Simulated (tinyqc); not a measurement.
# Quantum-well laser, gain and threshold, step by step

Numbers from tinyqc (`OMP_NUM_THREADS=1 python tinyqc.py 2840018 2840019 out.jsonl`; about 0.01 s on one thread of a shared Intel Xeon 2.30GHz). Printed values are rounded.

One electron and one heavy-hole subband per well, parabolic, with equal sheet densities n of electrons and holes; k-conserving transitions, TE polarisation, no line broadening, so the gain starts as a step at E0 and peaks there. All wells are pumped alike.

Values chosen for this exercise; well values close to those of gallium arsenide: temperature T = 300 K; lowest transition energy E0 = 1.42 eV; in-plane electron mass me = 0.067 m0; in-plane hole mass mh = 0.354 m0; Kane energy Ep = 27.9 eV; refractive index nr = 3.81; well width Lw = 8 nm; number of wells Nw = 3; optical confinement per well Gw = 0.028; internal loss ai = 15 1/cm; cavity length Lc = 750 um; front reflectance R1 = 0.05; back reflectance R2 = 0.3; defect recombination coefficient A = 6.2e7 1/s; radiative coefficient per well B = 5.1e-5 cm^2/s; Auger coefficient per well C = 1.8e-17 cm^4/s; injection efficiency eta = 0.93; stripe width Wd = 3 um.

Constants: q = 1.602176634e-19 C, kB = 1.380649e-23 J/K, eps0 = 8.8541878128e-12 F/m, hbar = 1.054571817e-34 J s, m0 = 9.1093837015e-31 kg, c = 299792458 m/s, Vt = kB T/q. Results are converted to the units shown.

Range of the model: The second hole subband, left out here, lies within about 2 Vt of the first in a well this wide.

## Densities of states, saturated gain and threshold gain

Nc = me kB T/(pi hbar^2), Nv = mh kB T/(pi hbar^2), mr = me mh/(me + mh) in m0, g0(E) = q^2 Ep mr/(4 nr eps0 c hbar E Lw) (squared momentum element m0 Ep/4, joint density of states mr/(pi hbar^2 Lw) for both spins). Mirror loss am = ln(1/(R1 R2))/(2 Lc); threshold gain gth = (ai + am)/(Nw Gw).

Nc = 7.23546e11 cm^-2
Nv = 3.82291e12 cm^-2
mr = 0.0563373 m0
g0(E0) = 8325.53 1/cm
am = 27.9980 1/cm
gth = 511.881 1/cm

## Iteration 1: threshold density by Newton steps

n at the start = 7e11 cm^-2

fe = 1 - exp(-n/Nc) and fh = 1 - exp(-n/Nv) are the fillings of the two band edges; f = g0 (fe + fh - 1) - gth; f' = g0 [(1 - fe)/Nc + (1 - fh)/Nv]; n(new) = n - f/f'.

fe = 0.619952
fh = 0.167320
f = -2282.95 1/cm
f' = 6.18646e-9 cm
n after iteration 1 = 1.06902e12 cm^-2

## Iteration 2: threshold density by Newton steps

As before.

fe = 0.771788
fh = 0.243941
f = -380.931 1/cm
f' = 4.27248e-9 cm
n after iteration 2 = 1.15818e12 cm^-2

## Course of the iteration: threshold density by Newton steps

Stop when n changes by less than 1000 cm^-2, or after 30 iterations. n must stay positive.

Course of the iteration:
```
iteration   n (cm^-2)  |change| (cm^-2)
1          1.06902e12           3.69e11
2          1.15818e12           8.92e10
3          1.16214e12            3.96e9
4          1.16215e12            7.24e6
5          1.16215e12              24.2
```

Converged in 5 iterations. At the end the number of correct digits about doubles with each step.

## Quasi-Fermi levels and threshold current

nth = 1.16215e12 cm^-2

Fc = Vt ln(exp(n/Nc) - 1) above the electron subband edge, Fv = Vt ln(exp(n/Nv) - 1) below the hole subband edge; gain extends from E0 to E0 + Fc + Fv. Jth = q Nw (A n + B n^2 + C n^3)/eta at n = nth, Ith = Jth Wd Lc; differential efficiency of both facets eta am/(ai + am).

Fc = 0.0357332 eV
Fv = -0.0267542 eV
width of the gain band = 0.00897903 eV
Jth = 87.4403 A/cm^2
Ith = 1.96741 mA
differential efficiency = 0.605567

The electrons are degenerate and the holes not degenerate at the band edge. Defect, radiative and Auger recombination carry 43, 41 and 17 % of the threshold current. Transparency (g = 0) needs n = 1.04e12 cm^-2.

## Gain spectrum at threshold

E - E0, point 0 to 7 (eV): 0  0.002  0.004  0.006  0.008  0.01  0.012  0.014

At photon energy E: fe = 1/(1 + exp(((mr/me)(E - E0) - Fc)/Vt)), fh = 1/(1 + exp(((mr/mh)(E - E0) - Fv)/Vt)), g = g0(E0)(E0/E)(fe + fh - 1).

```
point        fe        fh  g (1/cm)
0      0.799348  0.262135   511.881
1      0.788711  0.259761   402.986
2      0.777667  0.257401   291.134
3      0.766216  0.255054   176.345
4      0.754363  0.252722    58.655
5      0.742110  0.250404   -61.886
6      0.729466  0.248100  -185.209
7      0.716438  0.245810  -311.229
```

The gain turns into absorption at E - E0 = Fc + Fv = 0.00898 eV (Bernard-Duraffourg condition), inside the listed range.
